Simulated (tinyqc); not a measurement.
Inside a calculation. Model: concentration-dependent dopant diffusion with charged defects and the built-in field. Computed by tinyqc, a small Python program that keeps every step. Command: `OMP_NUM_THREADS=1 python tinyqc.py 3022839 3022840 out.jsonl extrinsic walk`. One thread of a shared host (Intel(R) Xeon(R) Processor @ 2.30GHz), about 0.1 s of CPU time with the checks. Intermediate numbers are printed to about 7 digits and carried at full precision; extremes and crossings named in words are read from the listed rows.

A constant source C_s feeds a half space. The dopant moves through neutral point defects and through charged ones, whose number grows with the majority carrier density n.

Inputs (values chosen for the exercise, modelled on antimony in silicon):
```
quantity                        value    unit
neutral prefactor D0x           0.241  cm^2/s
neutral activation energy E0     3.66      eV
singly charged prefactor D01       15  cm^2/s
activation energy E1             4.09      eV
surface concentration C_s     2.4e+19  1/cm^3
junction level C_B              8e+16  1/cm^3
temperature T                     875       C
time t                            160       s
```

Field enhancement: on.

Constants: k_B = 8.617333262e-05 eV/K.

## Intrinsic density and partial diffusivities

n_i = 3.87e16 T^1.5 exp(-7014/T) per cm^3 (T in kelvin, an empirical form); each D = prefactor x exp(-E/(k_B T)); the intrinsic diffusivity D_i is their sum. Temperatures in kelvin are T(C) + 273.15.

n_i = 3.346742e+18 1/cm^3

partial diffusivities (cm^2/s): Dx 2.072673e-17, D1 1.671590e-17

intrinsic diffusivity D_i = 3.744262e-17 cm^2/s

## Diffusivity at the surface

n = C/2 + sqrt(C^2/4 + n_i^2); D(C) = h [Dx + D1 (n/n_i)], h = 1 + C/sqrt(C^2 + 4 n_i^2).

n/n_i = 7.307990

field factor h = 1.963240

surface diffusivity D_s = 2.805202e-16 cm^2/s

enhancement D_s/D_i = 7.492001

C_s is 7.17 times n_i: diffusion is extrinsic near the surface.

## Similarity solution

With y = x/sqrt(D_s t), u = C/C_s and q = -(D/D_s) du/dy: du/dy = -q D_s/D, dq/dy = -(y/2) q D_s/D, u(0) = 1. The surface flux q(0) is shot so that u tends to 0 (LSODA, an adaptive multistep solver, relative tolerance 1e-10). Dose Q = 2 q(0) C_s sqrt(D_s t). The junction lies where C = C_B.

surface flux q(0) = 0.4629948

dose Q = 4.708249e+12 1/cm^2

junction in units of sqrt(D_s t) = 2.147266

junction depth x_j = 4.549125 nm

For a constant D, q(0) = 1/sqrt(pi) = 0.5642; for D proportional to C it tends to 0.444, with the front at y = 1.616.

## Where the concentration falls to given levels

For comparison, erfc profiles with a constant D: x = 2 sqrt(D t) erfc^-1(C/C_s), with D = D_i and D = D_s.

Depth (nm):
```
C/C_s         D/D_s      full  erfc with D_i  erfc with D_s
8.00e-01  0.8279320  0.848713       0.277315        0.75905
5.00e-01  0.5676983  1.958172       0.738301        2.02084
2.00e-01  0.3006390  3.023307       1.402795        3.83966
1.00e-01  0.2120720  3.448517       1.800468        4.92815
3.00e-02  0.1552268  3.926269       2.375396        6.50182
1.00e-02  0.1405113  4.257215       2.819520        7.71746
1.00e-03  0.1341691  4.844629       3.601833        9.85876
1.00e-04  0.1335449  5.364107       4.258668       11.65662
```

The depth between C/C_s = 0.1 and 1e-4 spans 1.92 nm in the full profile, against 2.46 nm for D_i and 6.73 nm for D_s; the ratio of the depths at 1e-4 and at 0.5 is 2.74, against 5.77 for any erfc. The profile is box-like: fast diffusion in the heavily doped part feeds a front that moves slowly where D drops to D_i.

Checks made by the program: dose from the flux against the area under the profile (relative difference 5e-08).
